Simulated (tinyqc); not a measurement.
Inside a calculation: deformation potentials from a strained empirical pseudopotential. Values are carried at full precision from step to step, so a last printed digit may differ when a step is redone from the rounded ones.

Diamond lattice, no spin-orbit coupling. Atomic form factor V(q) = a1 (q^2 - a2)/(a3 exp(a4 q^2) - 1) in rydberg with q in 1/bohr, for the unstrained cell. Under a strain e the reciprocal vectors and k go over into (1 + e)^(-1) G, the atoms sit at +/- tau with tau = (1 + e) a (1,1,1)/8 - zeta a (eyz, ezx, exy)/4, and H(G,G') = c |k + G|^2 delta + (V(q)/det(1 + e)) cos(q.tau), q = G - G', with the term q = 0 left out; c = hbar^2/2m0. The basis is fixed before straining: all G with |k + G|^2 up to 16 (2 pi/a)^2. k is given in units of 2 pi/a of the unstrained cell.

Constants: a0 (Bohr radius) = 0.5291772105 angstrom; hbar^2/2m0 = 3.80998211 eV angstrom^2; Ry = 13.60569312 eV.

Parameters, chosen for this exercise (near those of Si; not measured data):
```
symbol  value                        unit      meaning
a       5.437                        angstrom  lattice constant
A       (0.54, 2.206, 2.053, 0.483)            a1 (Ry bohr^2), a2 (1/bohr^2), a3, a4 (bohr^2)
h       0.004                                  size of the test strain
kD      0.82                         2 pi/a    position of the Delta minimum
zeta    0.6                                    internal-strain parameter
```

## Form factors, unstrained and under a volume change

q^2 = n (2 pi/a)^2 a0^2 for the shells n = 3, 8, 11; for e = h 1, q^2 is divided by (1 + h)^2 and V by (1 + h)^3. Last column: the change divided by the relative change of volume, (1 + h)^3 - 1.

Form factors:
```
n,q^2 (1/bohr^2),V (Ry),V expanded (Ry),dV/(dVol/Vol) (Ry)
3,1.12193,-0.23142,-0.23194,-0.0430
8,2.99181,0.05504,0.05343,-0.1338
11,4.11373,0.07373,0.07282,-0.0750
```

## Gaps under a volume change

e = -h 1, 0, +h 1; gaps from the valence top to the s-like level at Gamma (level 8), and to level 5 at (kD,0,0) and (1/2,1/2,1/2).

Gaps (eV):
```
gap,e = -h,e = 0,e = +h
"Gamma, s-like",4.24219,4.13259,4.02321
Delta,1.32156,1.35223,1.38139
L,2.16275,2.13840,2.11343
```

## Hydrostatic deformation potentials

a = [E(+h) - E(-h)]/(3 ln((1 + h)/(1 - h))).

a of the gaps to Gamma, Delta, L (eV): -9.12  2.49  -2.06

Compression opens the Gamma gap, opens the L gap and closes the Delta gap. Only differences are defined here: the absolute shifts depend on the mean potential, which this model leaves out.

## Tetragonal strain

e = diag(-h/2, -h/2, h). Level 5 at (kD,0,0) and (0,0,kD), and levels 2 to 4 at Gamma, all from the mean of the three valence levels.

Delta x, Delta z (eV): 1.33632  1.38393

valence levels (eV): -0.04013  0.02006  0.02006

## Xu of the Delta valleys and b

For e = diag(-h/2, -h/2, h): E(Delta z) - E(Delta x) = Xu (ezz - exx), and without spin-orbit coupling E(Z) - E(X, Y) = 3 b (ezz - exx); Z is the single level, X and Y the pair.

Xu = 7.93 eV
b = -3.34 eV

Stretching along z raises the valleys on the z axis and lowers the Z valence state. One-sided differences carry an error of order h. A local potential fitted to band energies alone fixes these slopes only roughly; b tends to come out too large and Xu of L too small.

## Trigonal strain

exy = eyz = ezx = h, with the internal displacement. Level 5 at (1/2,1/2,1/2) and (1/2,-1/2,-1/2), and levels 2 to 4 at Gamma, from the mean of the three valence levels.

L [111], L [1-1-1] (eV): 2.23297  2.10636

valence levels (eV): -0.06396  0.03198  0.03198

## Xu of the L valleys and d

For the tensor strain exy = eyz = ezx = h: E(L [111]) - E(L [1-1-1]) = (8/3) Xu h, and E(single valence level) - E(pair) = 3 sqrt(3) d h. Find Xu and d.

Xu (L) = 11.87 eV
d = -4.62 eV

## Checks

- Level 5 at (kD,0,0) and (0,kD,0) under the tetragonal strain (eV): both 11.2753.

Computed by tinyqc, a small Python program: `OMP_NUM_THREADS=1 python tinyqc.py 1850015 1850016 out.jsonl` (the numbers bound the seed that draws the inputs); one thread of a shared host (Intel(R) Xeon(R) Processor @ 2.30GHz), about 0.2 s for the whole set of steps.
